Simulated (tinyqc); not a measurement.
A barrier in a uniform field, exact transmission by Airy functions: two steps of the calculation.

The left lead has its band edge at 0, the barrier edge falls as U(x) = U0 - F x with F = V/d for 0 < x < d, and the right lead has its edge at -V. No transverse momentum; C = hbar^2/(2 m0); psi and psi'/m are continuous. M carries (psi, psi'/m) across the barrier.

Inputs (values chosen for the exercise); masses and offsets close to those of InGaAs wells and AlAs barriers; the mass of the right lead is set freely: mass in the left lead mL = 0.04 m0; barrier edge at x = 0 U0 = 1.2 eV; mass in the barrier m1 = 0.15 m0; electron energy E = 0.264 eV; barrier width d = 2.3 nm; voltage across the barrier V = 1.2 V; mass in the right lead mR = 0.053 m0.

Constants: q = 1.602176634e-19 C, hbar = 1.054571817e-34 J s, m0 = 9.1093837015e-31 kg, hbar^2/(2 m0) = 0.0380998212 eV nm^2. Results are converted to the units shown.

Problem 1. Scaled variables. Energy scale e = (C F^2/m1)^(1/3), z(x) = (U(x) - E)/e, s = (dz/dx)/m1 = -F/(e m1); v = k/m in a lead. vL = sqrt(mL E/C)/mL, vR = sqrt(mR (E + V)/C)/mR.

Wanted: F; e; z1; z2; s; vL; vR.

Solution 1.

F = 0.52174 V/nm
e = 0.41044 eV
z1 = 2.2805
z2 = -0.64322
s = -8.4745 1/nm
vL = 13.162 1/nm
vR = 26.926 1/nm

z2 < 0: the electron leaves the forbidden region inside the barrier.

Problem 2. Transfer matrix. With a = Ai, a' = Ai', b = Bi, b' = Bi' at z1 (left edge) and z2 (right edge): M11 = pi (a2 b1' - b2 a1'), M12 = (pi/s)(b2 a1 - a2 b1), M21 = pi s (a2' b1' - b2' a1'), M22 = pi (b2' a1 - a2' b1).

Airy functions:
```
             Ai           Ai'          Bi         Bi'
z1  0.022527564  -0.036163679   4.7563195   6.4944382
z2   0.50222928   -0.16396725  0.30590115  0.53392370
```

s = -8.4745371 1/nm

Give: M (M12 in nm, M21 in 1/nm).

Solution 2.

M (M12 in nm, M21 in 1/nm):
```
       1       2
1  10.28  0.8830
2  27.84   2.488
```

Range of the model: Masses are held fixed, although real bands cease to be parabolic a few tenths of an eV from their edges.

tinyqc, about 0.01 s, one thread, Intel Xeon 2.30GHz (shared host): `OMP_NUM_THREADS=1 python tinyqc.py 2580017 2580018 out.jsonl`
